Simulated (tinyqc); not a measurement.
Drifting, spreading and decaying minority pulse (Haynes-Shockley), explicit time steps: course in time.

Low injection in a uniform field: dn/dt = D d2n/dx2 - v dn/dx - n/tau with D = mu Vt and v = mu F towards +x. Exact solution on an infinite bar for a Gaussian start at x0: n = N0 exp(-t/tau) exp(-(x - x0 - v t)^2/(2 s^2))/sqrt(2 pi s^2), s^2 = s0^2 + 2 D t.

Exponentially fitted fluxes: d = F hx/Vt, B(d) = d/(exp(d) - 1), k = D dt/hx^2; (L n)_i = a n_(i-1) + b n_i + c n_(i+1) with a = k B(-d), c = k B(d), b = -a - c - dt/tau. Explicit steps keep n positive for dt up to 1/[(D/hx^2)(B(d) + B(-d)) + 1/tau].

Start: Nodes x_i = i hx, i = 1 to 10, n = 0 at nodes 0 and 11; the Gaussian at t = 0 with x0 = 4 hx.

(L n)_i = a n_(i-1) + b n_i + c n_(i+1), n = 0 beyond the ends. Explicit step: n(new) = n + L n.

The same steps, now on nodes 1 to 60 (n = 0 at nodes 0 and 61), for 24 steps; centre = sum x n/sum n. Deviations are from the exact pulse, as a share of its largest value on the nodes; a run counts as stable if they stay under 100 %.

Inputs (values chosen for the exercise); mobility close to that of germanium at room temperature: temperature T = 350 K; minority-carrier mobility mu = 3860 cm^2/(V s); sweep field along the drift F = 2.1 V/cm; mesh step hx = 270 um; lifetime tau = 8.7e-5 s; injected sheet density N0 = 4e11 cm^-2; time step dt = 1.5e-6 s; initial width (standard deviation) s0 = 260 um.

Constants: q = 1.602176634e-19 C, kB = 1.380649e-23 J/K, Vt = kB T/q. Results are converted to the units shown.

Course of the iteration:
```
step	hx sum n (cm^-2)	centre (um)	most negative n (cm^-3), 0 if none	largest deviation (% of the peak)
1	3.92969e11	1204.13	0	5.37
2	3.86029e11	1328.42	0	6.88
3	3.79209e11	1452.77	0	7.26
4	3.72534e11	1577.07	0	8.25
5	3.66003e11	1701.30	0	7.94
6	3.59611e11	1825.43	0	8.78
7	3.53349e11	1949.49	0	8.35
8	3.47212e11	2073.49	0	9.07
9	3.41192e11	2197.43	0	8.64
...	...	...	...	...
16	3.02006e11	3064.15	0	9.32
17	2.96796e11	3187.90	0	9.32
18	2.91677e11	3311.65	0	9.34
19	2.86646e11	3435.39	0	9.43
20	2.81703e11	3559.13	0	9.37
21	2.76845e11	3682.87	0	9.50
22	2.72071e11	3806.60	0	9.40
23	2.67379e11	3930.33	0	9.52
24	2.62769e11	4054.06	0	9.43
```

Is this run stable, and what does its course show?

Yes. The run is stable. After 24 steps the deviation is 9.4 % of the peak. From step 1 to the last the centre has moved at 1.02 v and the content is 0.64 % below N0 exp(-t/tau). On an endless mesh these steps would give a speed of 1.02 v and a content of 0.996 times the exact one, from dt/tau = 0.0172 alone; the rest comes from the absorbing ends.

Program tinyqc, `OMP_NUM_THREADS=1 python tinyqc.py 2310016 2310017 out.jsonl`; Intel Xeon 2.30GHz, shared host, one thread, about 0.01 s.
